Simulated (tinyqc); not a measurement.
Inside a calculation. Model: X-ray photoelectron analysis of a thin oxide on a semiconductor: attenuation lengths, thickness, angle series and band offsets. Computed by tinyqc, a small Python program that keeps every step. Command: `OMP_NUM_THREADS=1 python tinyqc.py 3111386 3111387 out.jsonl xps walk`. One thread of a shared host (Intel(R) Xeon(R) Processor @ 2.30GHz), about 0.01 s of CPU time with the checks. Intermediate numbers are printed to about 5 digits and carried at full precision; extremes and crossings named in words are read from the listed rows.

The same element is seen in the oxide and in the substrate, at nearly the same kinetic energy; films are flat and uniform, and the work function is ignored.

Inputs (values chosen for the exercise, modelled on SiO2 on 4H-SiC):
```
quantity                                           value     unit
photon energy                                     1486.6       eV
binding energy of the core level                   100.5       eV
oxide density                                       2.23   g/cm^3
oxide formula mass                                 60.08    g/mol
valence electrons per oxide formula                   16        -
oxide gap                                           8.94       eV
substrate density                                   3.21   g/cm^3
substrate formula mass                              40.1    g/mol
valence electrons per substrate formula                8        -
substrate gap                                       3.26       eV
oxide thickness d                                    3.8       nm
emission angle from the normal                        55  degrees
attenuation length over inelastic mean free path    0.88        -
carbon overlayer                                    0.68       nm
counts in the two peaks together                  800000        -
valence band offset used to make the data           2.92       eV
core level less valence band top, substrate        98.82       eV
core level less valence band top, thick oxide      98.28       eV
field in the oxide                                  0.98    MV/cm
```

## Inelastic mean free paths

TPP-2M: lambda = E/(E_p^2 [b ln(c E) - C/E + D/E^2]) in angstrom, E_p = 28.8 sqrt(N_v rho/M), b = -0.10 + 0.944/sqrt(E_p^2 + E_g^2) + 0.069 rho^0.1, c = 0.191/sqrt(rho), U = N_v rho/M, C = 1.97 - 0.91 U, D = 53.4 - 20.8 U, with E = photon energy less binding energy in eV. Attenuation length L = factor x lambda.

kinetic energy E = 1386.1 eV

Terms:
```
layer      E_p (eV)         b        c  lambda (nm)
oxide        22.194  0.014215  0.12790       3.8764
substrate    23.047  0.018091  0.10661       2.9190
```

L in the oxide = 3.4112 nm

L in the substrate = 2.5687 nm

## Peak ratio

R_0 = (rho_o/M_o) L_o/((rho_s/M_s) L_s); peak ratio R = I_ox/I_sub = R_0 [exp(d/(L_o cos theta)) - 1]; hence d = L_o cos theta ln(1 + R/R_0). A carbon layer weakens both peaks alike, by exp(-d_C/(L_o cos theta)) if its L is taken equal to L_o. This R_0 leaves out intrinsic losses from the substrate peak, so calibrated values can be larger.

R_0 = 0.61575

d/(L_o cos theta) = 1.9421

ratio R = 3.6783

oxide share of the counts = 0.78625

attenuation by carbon = 0.70642

depth 3 L_o cos theta = 5.8698 nm

## Error budget of the thickness

With x = d/(L_o cos theta): d ln d/d ln R = (1 - exp(-x))/x = -d ln d/d ln R_0; counting error of R = 1/sqrt(N f (1 - f)), f the oxide share, which times the sensitivity gives that of d; an angle error adds tan(theta) d theta; d is proportional to L_o at fixed R_0. Assumed errors: 5 % in R_0, 1 degree, 5 % in L_o.

sensitivity to R = 0.44106

counting error of d = 0.12029 %

R_0 = 2.2053 %

angle = 2.4926 %

L_o = 5 %

The attenuation length is the largest of these terms.

## Angle series: uniform film or islands?

Islands: half of the surface carries 2 d and half none, R = R_0 (1/2)(1 - t)/(1/2 + t/2) with t = exp(-2 d/(L_o cos theta)); the apparent thickness is read with the uniform formula.

Against the angle:
```
theta (degrees)  R, uniform  R, islands  apparent d, islands (nm)
0                     1.260     0.49596                    2.0154
20                    1.399     0.51056                    1.9357
35                    1.783     0.53962                    1.7586
45                    2.360     0.56518                    1.5708
55                    3.678     0.59094                    1.3164
65                    7.977     0.60946                    0.9919
75                   44.948     0.61552                    0.6118
```

A uniform film gives d = 3.8 nm at every angle. The island film of the same volume reads 2.02 nm at normal emission and 0.612 nm at 75 degrees; its ratio cannot pass R_0, since the bare half always shows the substrate.

## Band offsets by core levels

Valence band offset = (E_core - E_v)(substrate) - (E_core - E_v)(oxide) + (core level separation at the interface, oxide less substrate). The separation is made here from the given offset; a uniform field F that raises the binding energy towards the surface shifts the oxide peak by e F <z>, <z> = d/(1 - exp(-x)) - d/x, x = d/(L_o cos theta), being the mean distance from the interface. Conduction band offset = oxide gap - substrate gap - valence band offset.

separation without field = 2.38 eV

<z> = 2.4795 nm

separation with field = 2.6230 eV

apparent valence band offset = 3.1630 eV

true conduction band offset = 2.76 eV

apparent conduction band offset = 2.5170 eV

The field biases both offsets by 0.24 eV, in opposite directions.

Checks made by the program: thickness recovered (relative difference below 1e-10).
